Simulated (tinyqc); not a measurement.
The diagram with and without ligand: potential-pH (Pourbaix) lines of a metal, its cation, its oxide and an oxyanion, with a complexing ligand. Computed by tinyqc, a small Python program. Command: `OMP_NUM_THREADS=1 python tinyqc.py 3027570 3027571 out.jsonl pourb walk`. One thread of a shared host (Intel(R) Xeon(R) Processor @ 2.30GHz), about 0.02 s of CPU time with the checks.

Potentials are against the standard hydrogen electrode; solids and water have unit activity; dG_f of M, H+ and the electron is zero; F = e N_A and s = R T ln(10)/F. The cation carries z = 2.

Inputs (values chosen for the exercise, modelled on tin):
```
quantity                                      value    unit
dG_f of the cation                           -26.88  kJ/mol
dG_f of the oxide                           -251.64  kJ/mol
dG_f of the oxyanion                        -322.72  kJ/mol
dG_f of water                               -237.14  kJ/mol
temperature T                                298.15       K
log10 of the dissolved activity a                -5       -
log10 of the stability constant beta of ML      8.4       -
pKa of HL                                       6.4       -
total ligand c_L                              0.025   mol/L
```

Species: M, M2+, MO, MO2(2-).

Constants: R = 8.314462618 J/(mol K); e = 1.602176634e-19 C; N_A = 6.02214076e+23 1/mol.

Method. M2+ + 2e = M; MO + 2H+ + 2e = M + H2O; MO2(2-) + 4H+ + 2e = M + 2H2O. For each, E0 = -dG/(z F), and E = E0 + (s/z) log10 a - (s n_H/z) pH, with no activity term for the oxide. The free ligand is c_L/(1 + 10^(pKa - pH)) (ligand in excess); dissolved metal is a in all, so the free cation is a/alpha, alpha = 1 + beta [L]; the cation line drops by (s/z) log10 alpha.

E0 (V): cation -0.139296, oxide -0.075141, oxyanion 0.785404

s = 0.0591593 V

Lines against the metal (V); the species with the lowest line is stable above it:
```
pH    cation     oxide  oxyanion  stable above  cation with ligand  stable above, ligand
0   -0.28719  -0.07514    0.6375        cation            -0.30329             dissolved
2   -0.28719  -0.19346    0.4009        cation            -0.35818             dissolved
4   -0.28719  -0.31178    0.1642         oxide            -0.41723             dissolved
5   -0.28719  -0.37094    0.0459         oxide            -0.44636             dissolved
6   -0.28719  -0.43010   -0.0724         oxide            -0.47214             dissolved
7   -0.28719  -0.48926   -0.1907         oxide            -0.48540                 oxide
8   -0.28719  -0.54842   -0.3090         oxide            -0.48796                 oxide
9   -0.28719  -0.60758   -0.4274         oxide            -0.48824                 oxide
10  -0.28719  -0.66673   -0.5457         oxide            -0.48827                 oxide
12  -0.28719  -0.78505   -0.7823         oxide            -0.48827                 oxide
14  -0.28719  -0.90337   -1.0190      oxyanion            -0.48828              oxyanion
```

Without ligand the oxide holds 8 of the eleven rows (pH 4 to 12), with it 5 (pH 7, 8, 9, 10, 12). The ligand acts once beta [L] exceeds 1, from pH = pKa - log10(beta c_L) = -0.4 on, that is in all rows; its line then falls by at most s/z per pH unit and flattens beyond pKa, 0.201 V below the free cation at most. The oxide line falls faster, by s per pH unit, so the oxide takes over again at higher pH.

Extremes, crossings and ranges named in words are read from the listed rows.
